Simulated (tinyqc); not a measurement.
k.p values derived from sp3s* tight binding at Gamma, step by step. Values are carried at full precision from step to step, so a last printed digit may differ when a step is redone from the rounded ones.

At Gamma the states are two-level mixtures: s-like S+ (upper) and S- (lower) from [[Esa, Vss], [Vss, Esc]], p-like P- (valence) and P+ from [[Epa, Vxx], [Vxx, Epc]], and the bare s* levels. With real k in 1/angstrom and kz = 0, the phase sums over the four bonds are g0 = 1 - (a k/4)^2/2, g1 = i a kx/4, g3 = -(a/4)^2 kx ky to second order. Each mixture is written (anion, cation) with the anion part positive. c = hbar^2/2m0. No spin-orbit coupling.

Constants: hbar^2/2m0 = 3.80998211 eV angstrom^2.

Inputs chosen for the exercise (near a published set for AlAs, fitted to gaps, whose masses and valley positions are rough; shifted at random, so the results belong to these values and not to a real crystal): Esa = -7.541 eV (s level of the anion); Esc = -1.154 eV (s level of the cation); Epa = 0.992 eV (p level of the anion); Epc = 3.592 eV (p level of the cation); Vss = -6.73 eV (s-s); Vxx = 1.896 eV (px-px); a = 5.659 angstrom (lattice constant); Vsapc = 5.109 eV (s anion, p cation); Vscpa = 5.543 eV (s cation, p anion); Vxapc = 4.506 eV (s* anion, p cation); Vpaxc = 4.971 eV (p anion, s* cation); Exa = 7.475 eV (s* level of the anion); Exc = 6.704 eV (s* level of the cation); Vxy = 4.289 eV (px-py).

## States at Gamma

Solve the two blocks.

States:
```
state    E (eV)  anion part  cation part
S-     -11.7968     0.84519      0.53446
P-      -0.0069     0.88473     -0.46610
S+       3.1018     0.53446     -0.84519
P+       4.5909     0.46610      0.88473
```

## Linear terms and the Kane energy

<s state|dH/dkx|x state> = i P with P = (a/4)(sa pc Vsapc + sc pa Vscpa), sa, sc and pa, pc being the parts of the two states; for s* on the anion P = (a/4) pc Vxapc, on the cation (a/4) pa Vpaxc. Ep = P^2/c for S+ to P-.

Couplings:
```
pair       P (eV angstrom)  E(first) - E(second) (eV)
S+ to P-           -7.6646                     3.1086
S+ to P+            0.3285                    -1.4891
S- to P-            0.8607                   -11.7899
s*a to P-          -2.9713                     7.4819
s*c to P-           6.2221                     6.7109
```

Ep = 15.419 eV

The two terms of S+ to P- have the same sign and add: S+ and P- both change sign from anion to cation. An on-site momentum element between s and p, which real atoms have, is absent from this model.

## Electron mass

m0/m = [<S+|d2H/dkx^2|S+>/2 + sum P^2/(E(S+) - E(P))]/c over P- and P+, with the direct term -(a/4)^2 sa sc Vss.

parts of m0/m: direct -1.597, from P- 4.960, from P+ -0.019

mass = 0.2991 m0

The valence band supplies 148 % of m0/m; the direct term, which stands in for the free-electron 1, is -1.60. S+ is not the lowest valley of AlAs; this is the mass of the Gamma level.

## Valence parameters L, M, N and the Luttinger values

Direct terms d0 = -(a/4)^2 pa pc Vxx, dN = -2 (a/4)^2 pa pc Vxy for P-. F = sum P^2/(E(P-) - E(s)) over S+, S-, s*a, s*c. The y state of P- couples to the z state of P+ through Q = (a/4) Vxy (pa p'c - pc p'a), primes for P+, and H1 = Q^2/(E(P-) - E(P+)). L = d0 + F, M = d0 + H1, N = dN + F + H1; g1 = -(L + 2M)/(3c), g2 = -(L - M)/(6c), g3 = -N/(6c).

d0, dN, F, Q, H1 (eV angstrom^2; Q in eV angstrom): [1.5649, 7.0801, -25.7836, 6.0679, -8.0080]

L, M, N (eV angstrom^2): [-24.219, -6.443, -26.712]

g1, g2, g3: [3.246, 0.778, 1.168]

Along [100] the masses without spin-orbit coupling are c/|L| = 0.157 (one band) and c/|M| = 0.591 (two bands).

## Checks

- Electron mass against a finite difference of the full bands: both 0.2991.
- L and M against finite differences along [100]: largest relative difference 6.2e-06.
- Lowest curvature along [111], (L + 2M + 2N)/3, against a finite difference: both -30.176.

Program tinyqc; command `OMP_NUM_THREADS=1 python tinyqc.py 1480035 1480036 out.jsonl`; about 0.01 s on one thread of a shared Intel(R) Xeon(R) Processor @ 2.30GHz.
